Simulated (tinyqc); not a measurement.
sp3s* tight binding: one step. Levels at this k. The numbers come from values chosen for the exercise (near a published set for Si, fitted to gaps, whose masses and valley positions are rough).

H(k) (eV), rows sa, xa, ya, za, s*a, sc, xc, yc, zc, s*c and columns alike:
```
[[-4.200000, 0, 0, 0, 0, -4.682933+0.391464i, -0.214408+3.996111i, -1.880427+0.455639i, -0.568731+1.506506i, 0],
 [0, 1.727000, 0, 0, 0, 0.214408-3.996111i, 0.967840-0.080905i, -0.453015+1.199986i, -1.497828+0.362933i, 0.202067-3.766104i],
 [0, 0, 1.727000, 0, 0, 1.880427-0.455639i, -0.453015+1.199986i, 0.967840-0.080905i, -0.170783+3.183046i, 1.772194-0.429414i],
 [0, 0, 0, 1.727000, 0, 0.568731-1.506506i, -1.497828+0.362933i, -0.170783+3.183046i, 0.967840-0.080905i, 0.535996-1.419795i],
 [0, 0, 0, 0, 6.730000, 0, -0.202067+3.766104i, -1.772194+0.429414i, -0.535996+1.419795i, 0],
 [-4.682933-0.391464i, 0.214408+3.996111i, 1.880427+0.455639i, 0.568731+1.506506i, 0, -4.200000, 0, 0, 0, 0],
 [-0.214408-3.996111i, 0.967840+0.080905i, -0.453015-1.199986i, -1.497828-0.362933i, -0.202067-3.766104i, 0, 1.727000, 0, 0, 0],
 [-1.880427-0.455639i, -0.453015-1.199986i, 0.967840+0.080905i, -0.170783-3.183046i, -1.772194-0.429414i, 0, 0, 1.727000, 0, 0],
 [-0.568731-1.506506i, -1.497828-0.362933i, -0.170783-3.183046i, 0.967840+0.080905i, -0.535996-1.419795i, 0, 0, 0, 1.727000, 0],
 [0, 0.202067+3.766104i, 1.772194+0.429414i, 0.535996+1.419795i, 0, 0, 0, 0, 0, 6.730000]]
```

Question. Diagonalise H, which belongs to k = (0.57, 0.09, 0.28) (2 pi/a). Four bands are filled (two electrons each); give the make-up of band 5, the lowest empty one.

Give: levels; weights of band 5; weight of band 5 on atom a.

Answer.

levels (eV): [-10.6629, -5.4598, -2.2091, -1.6043, 1.6742, 3.0739, 5.1016, 5.5887, 9.6003, 10.3194]

weights of band 5: s 0.101, p 0.527, s* 0.372

weight of band 5 on atom a = 0.500

The vertical gap at this k is 3.2786 eV; band 5 is mostly p-like.

(tinyqc, `OMP_NUM_THREADS=1 python tinyqc.py 1480131 1480132 out.jsonl`, Intel(R) Xeon(R) Processor @ 2.30GHz, 1 thread, shared host, about 0.1 s.)
